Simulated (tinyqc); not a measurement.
# Film and buried-oxide thickness from two coupling ratios

Inverse problem. In a depleted film -dVT/dVb is k1 = Cs Cbox/(Cox (Cs + Cbox)) for a front channel and k2 = Cbox (Cox + Cs)/(Cox Cs) for a back channel, with Cox = eps0 eox/tox, Cs = eps0 eps_r/ts, Cbox = 3.9 eps0/tb. Find ts and tb.

Parameters, values chosen for the exercise; band and dielectric values close to those of silicon: relative permittivity eps_r = 11.5; relative permittivity of the gate insulator (close to zirconium oxide) eox = 24.6; insulator thickness tox = 3 nm.

coupling ratios for a front and a back channel: 0.012063326  0.17357932

Answer. With y = Cox/Cs and z = Cox/Cbox, 1/k1 = y + z and k2 = (1 + y)/z, so y = (k2/k1 - 1)/(1 + k2); the thicknesses follow from y and z.

ts = 16.00 nm
tb = 34.00 nm

Numbers from tinyqc (`OMP_NUM_THREADS=1 python tinyqc.py 2190004 2190005 out.jsonl`; about 0.4 s on one thread of a shared Intel Xeon 2.30GHz).
